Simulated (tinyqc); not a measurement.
From mobility along the second direction back to stress X (tension positive): strain, valley repopulation and piezoresistance in a many-valley conduction band. Computed by tinyqc, a small Python program. Command: `OMP_NUM_THREADS=1 python tinyqc.py 3016808 3016809 out.jsonl valleys inv`. One thread of a shared host (Intel(R) Xeon(R) Processor @ 2.30GHz), about 0.08 s of CPU time with the checks.

Valleys are ellipsoids with mass m_l along the axis a and m_t across it, parabolic, with one constant relaxation time; strain shifts the valleys and leaves the masses alone. Currents are taken along [100], along the load, and along [010], across the load.

Inputs (values chosen for the exercise, modelled on silicon):
```
quantity                               value    unit
longitudinal mass m_l                  0.904     m_0
transverse mass m_t                     0.19     m_0
shear deformation potential Xi_u        9.42      eV
dilation deformation potential Xi_d      1.1      eV
C11                                      166     GPa
C12                                     63.4     GPa
C44                                     79.6     GPa
electron density n                   1.1e+17  1/cm^3
relaxation time tau                       44      fs
temperature T                             77       K
```

Valley axes: <100> (6 valleys in 3 pairs). Load: uniaxial [100].

Constants: k_B = 8.617333262e-05 eV/K; m_0 = 9.1093837015e-31 kg; k_B = 1.380649e-23 J/K; hbar = 1.054571817e-34 J s; e = 1.602176634e-19 C.

Method:
- Compliances S11 = (C11 + C12)/((C11 - C12)(C11 + 2 C12)), S12 = -C12/((C11 - C12)(C11 + 2 C12)), S44 = 1/C44; stress sigma_ij = X n_i n_j for the unit vector n of the load; e_xx = S11 sigma_xx + S12 (sigma_yy + sigma_zz), e_xy = S44 sigma_xy/2 (tensor strain).
- Herring-Vogt shift of a valley with unit axis a: dE = Xi_d tr(e) + Xi_u a.e.a.
- Each of the 6 valleys holds n_v = N_v (2/sqrt(pi)) F_1/2((E_F - dE_v)/(k_B T)), N_v = 2 (m_d k_B T/(2 pi hbar^2))^(3/2), m_d = (m_l m_t^2)^(1/3); E_F solves sum n_v = n and is counted from the unstrained edge.
- F_j(eta) = int_0^infinity x^j/(1 + exp(x - eta)) dx, without a gamma-function factor. It is evaluated after integrating by parts.
- Integrals over x = E/(k_B T) use 160 Gauss-Legendre points in u = sqrt(x) from 0 to sqrt(max(eta, 0) + 32).
- Mobility tensor mu = e tau sum_v (n_v/n) [1/m_t + (1/m_l - 1/m_t) a a^T]; unstrained mu_0 = e tau (1/m_l + 2/m_t)/3; resistivity along d from the inverse tensor, rho_d = d.mu^-1.d/(n e), mobility along d = 1/(d.mu^-1.d); gauge pi_d = (rho_d/rho_0 - 1)/X.

Question. A run gave the result below. Find the stress X (tension positive), known to lie between 17 and 53 MPa.

mobility along the second direction = 285.713 cm^2/(V s)

Answer.

Each step takes the trial c = (a f_b - b f_a)/(f_b - f_a), f being the result less the target and a, b, c the logarithms of the listed values; c replaces end b, the old b replaces a if the sign of f changed, and otherwise f_a is halved.

Scan of the range:
```
stress X (tension positive) (MPa)  mobility along the second direction (cm^2/(V s))
17.0                                                                        292.097
20.5                                                                        290.546
24.8                                                                        288.686
30.0                                                                        286.504
36.3                                                                        283.962
43.9                                                                        281.047
53.0                                                                        277.776
```

False position (Illinois rule, in the logarithm of the input) inside the bracket:
```
step    end a    end b    trial  mobility along the second direction (cm^2/(V s))
1     30.0000  36.3000  31.8326                                           285.753
2     36.3000  31.8326  31.9253                                           285.715
3     36.3000  31.9253  31.9342                                           285.711
4     31.9253  31.9342  31.9300                                           285.713
```

Mobility along the second direction falls at every point of a 13-point scan of the range (every second point is shown), so one value fits; it is bracketed by 30.0 and 36.3. Answer: stress X (tension positive) = 31.93 MPa.
